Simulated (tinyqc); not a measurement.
# Which input was changed?

Model: hot carriers by balance equations with a heated Maxwellian. Computed by tinyqc, a small Python program. Command: `OMP_NUM_THREADS=1 python tinyqc.py 3010085 3010086 out.jsonl hot which`. One thread of a shared host (Intel(R) Xeon(R) Processor @ 2.30GHz), about 0.1 s of CPU time with the checks.

The carriers follow a Maxwellian at an electron temperature T_e, slightly displaced; the drift energy is neglected against k_B T_e. The balance averages the rate, not the time, so mu_0 lies below the relaxation-time value.

Inputs (values chosen for the exercise, modelled on electrons in silicon):
```
quantity                                          value       unit
effective mass m                                  0.318        m_0
density rho                                        2329     kg/m^3
sound velocity v_l                                 8890        m/s
acoustic deformation potential D_A                  9.3         eV
phonon energy hbar w                               58.3        meV
optical or intervalley deformation potential D_o    4.4  1e8 eV/cm
final valleys Z_f                                     5          -
lattice temperature T                               150          K
electric field F                                    2.6      kV/cm
iteration cap                                       300          -
```

Band: parabolic. Solver: Newton.

Constants: k_B = 8.617333262e-05 eV/K; k_B = 1.380649e-23 J/K; e = 1.602176634e-19 C; hbar = 1.054571817e-34 J s; m_0 = 9.1093837015e-31 kg; hbar = 6.582119569e-16 eV s.

Method:
- Parabolic band: E = hbar^2 k^2/(2 m), speed v = hbar k/m, states per spin, volume and energy g(E) = m k/(2 pi^2 hbar^2). Masses are multiplied by m_0 and all formulas are in SI units.
- Phonon occupation N_q = 1/(exp(hbar w/(k_B T)) - 1).
- Acoustic deformation potential (elastic, equipartition, absorption and emission together): 1/tau = 2 pi k_B T D_A^2 g(E)/(hbar rho v_l^2).
- Optical or intervalley deformation potential: 1/tau = (pi Z_f D_o^2/(rho w)) [N_q g(E + hbar w) + (N_q + 1) g(E - hbar w)], with g = 0 below the band edge.
- Averages over the Maxwellian, <y> = int y x^(1/2) exp(-x) dx / int x^(1/2) exp(-x) dx with x = E/(k_B T_e), split at x_0 = hbar w/(k_B T_e): 64 Gauss-Legendre points in sqrt(x) below it and 128 in sqrt(x - x_0) above it, up to x = 32. Momentum balance: mu(T_e) = e/(m nu), nu = <x (sum of rates)>/<x>. Power lost per carrier: P(T_e) = hbar w <emission rate - absorption rate> + <(2 m v_l^2/(k_B T)) (E - 2 k_B T) acoustic rate>.
- Energy relaxation time at weak heating: tau_E = (3/2) k_B / (dP/dT_e), the derivative by a central difference of +/- 0.5 K at T_e = T.
- Newton: h(T_e) = P - e mu F^2, T_new = T_e - h/h', with h' by a central difference of +/- 0.5 K, limited to the range T to 3 T_e.
- Start at T_e = 1.5 T; stop when T_e moves by less than 1e-6 K or exceeds 1e6 K.
- v = mu(T_e) F; warm-carrier coefficient (mu/mu_0 - 1)/F^2.

Question. One of these inputs alone was changed, within the range given: effective mass m (0.159 to 0.636); optical or intervalley deformation potential D_o (2.2 to 8.8); electric field F (1.3 to 5.2); density rho (1164 to 4658). Which one, and to what value?

Results:
```
run     energy relaxation time tau_E (ps)  mobility mu(T_e) (cm^2/(V s))  electron temperature T_e (K)
before                           1.600217                       2449.418                      260.1952
after                            1.351280                       2085.095                      236.4620
```

Answer.

Each candidate set to reproduce energy relaxation time tau_E, and what it then gives:
```
candidate                                                     range searched  value needed  mobility mu(T_e) (cm^2/(V s))  electron temperature T_e (K)
effective mass m (m_0)                                        0.159 to 0.636        0.3550                         2085.1                        236.46
optical or intervalley deformation potential D_o (1e8 eV/cm)      2.2 to 8.8         4.801                         2422.8                        246.42
electric field F (kV/cm)                                          1.3 to 5.2     no effect                              -                             -
density rho (kg/m^3)                                            1164 to 4658          1967                         2258.8                        241.66
```

Only effective mass m fits every result: it went from 0.318 to 0.355 m_0. The next best candidate, density rho, misses one result by 8.3 %.

Caution: the drift energy m v^2/2 is not small against the heating (3/2) k_B (T_e - T), so T_e - T is rough.
